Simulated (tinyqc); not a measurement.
Comparisons within one model: localisation in a chain with random site energies (transfer matrices). A value that a table varies takes the place of the one given here.

Hopping -t; leads with site energy 0, E = -2t cos(ka). psi_(j+1) = ((e_j - E)/t) psi_j - psi_(j-1), a product of matrices M_j = [[(e_j - E)/t, -1], [1, 0]]. For M = M_N ... M_1 the transmission is T = 4 sin^2(ka)/|M21 - M12 + M22 exp(ika) - M11 exp(-ika)|^2. Long samples draw e_j = W (x_j/2147483647 - 1/2) from x_j = 16807 x_(j-1) mod 2147483647, starting at x0. The localisation length xi, in sites, is defined by ln T = -2N/xi on average; weak disorder gives xi = 24 (4t^2 - E^2)/W^2, and the mean free path for backscattering is xi/2.

Numerical xi = N/ln sqrt(psi_(N+1)^2 + psi_N^2) for N = 20000 sites from psi_1 = 1, psi_0 = 0; its statistical error is about xi sqrt(xi/N).

Values chosen for the exercise: t = 1.19 eV (hopping); E = -0.83 eV (energy); x0 = 4456 (start of the number sequence); W = 3.23 eV (full width of the disorder).

## Localisation length against disorder

The same number sequence scaled by W.

xi (sites):

| W/t | W (eV) | numerical | error | weak disorder | strong: 1/(ln(W/2t) - 1) |
|---|---|---|---|---|---|
| 1.0 | 1.190 | 79.392 | 5.002 | 84.325 | - |
| 1.5 | 1.785 | 34.088 | 1.407 | 37.478 | - |
| 2.0 | 2.380 | 19.851 | 0.625 | 21.081 | - |
| 3.0 | 3.570 | 9.155 | 0.196 | 9.369 | - |
| 4.0 | 4.760 | 5.476 | 0.091 | 5.270 | - |
| 6.0 | 7.140 | 2.737 | 0.032 | 2.342 | - |
| 10.0 | 11.900 | 1.391 | 0.012 | 0.843 | 1.641 |
| 16.0 | 19.040 | 0.890 | 0.006 | 0.329 | 0.926 |

At W = t the numerical value is 79.4 +/- 5.0 against 84.3, and at 2t 19.85 +/- 0.63 against 21.08. The weak-disorder formula is within 15 % for W/t = 1, 1.5, 2, 3, 4 and 6; at W = 16t it gives 0.33 and the strong-disorder form 0.93, against 0.89. All states of the chain are localised; disorder only sets the length.

## From ballistic to localised

200 samples of each length, cut one after another from the start of the sequence. Typical T = exp(mean ln T). Ohmic: 1/(1 + 2N/xi); localised: exp(-2N/xi), both with the weak-disorder xi.

Transmission:

| N | mean T | typical T | spread of ln T | ohmic | localised |
|---|---|---|---|---|---|
| 2 | 0.746 | 0.717 | 0.292 | 0.741 | 0.705 |
| 5 | 0.516 | 0.420 | 0.730 | 0.534 | 0.417 |
| 10 | 0.284 | 0.163 | 1.227 | 0.364 | 0.174 |
| 20 | 0.130 | 0.0320 | 1.983 | 0.222 | 0.0304 |
| 40 | 0.0339 | 0.000859 | 3.277 | 0.125 | 0.000921 |
| 80 | 0.00149 | 5.91e-07 | 4.416 | 0.0668 | 8.49e-07 |

With xi = 11.4 sites, mean and typical T are 0.516 and 0.420 at N = 5, and 0.00149 and 5.91e-07 at N = 80, where ln T scatters by 4.4. The slope of ln(typical T) between 40 and 80 sites gives xi = 11.0, uncertain by about 5 % from the scatter of 200 samples. At N = 80 the ohmic law gives 1.13e+05 times the typical value: a single channel has no ohmic range beyond a mean free path, and the mean is carried by rare resonant samples.

## What each parameter does

Numerical and weak-disorder xi. Each row changes one parameter from the base and keeps the others.

Results:

| case | numerical xi (sites) | weak-disorder xi (sites) |
|---|---|---|
| base | 11.14 | 11.45 |
| t = 1.368 eV | 15.23 | 15.64 |
| E = -0.58 eV | 12.58 | 12.26 |
| W = 3.876 eV | 7.97 | 7.95 |
| x0 = 4457 | 11.69 | 11.45 |

The largest shifts from the base row, up to three for each result and ties (the steps differ in size, so this ranks the rows, not the parameters). numerical xi (sites): t +4.09, W -3.17, E +1.44. weak-disorder xi (sites): t +4.19, W -3.50, E +0.81; unchanged at the printed digits by x0. A new x0 is another sample of the same disorder; its shift is one draw of the statistical scatter, about xi sqrt(xi/N); the other rows share one sample, so their errors are correlated.

Computed by tinyqc, a small Python program: `OMP_NUM_THREADS=1 python tinyqc.py 1480965 1480966 out.jsonl` (the numbers bound the seed that draws the inputs); one thread of a shared host (Intel(R) Xeon(R) Processor @ 2.30GHz), about 0.06 s for the whole set of steps.
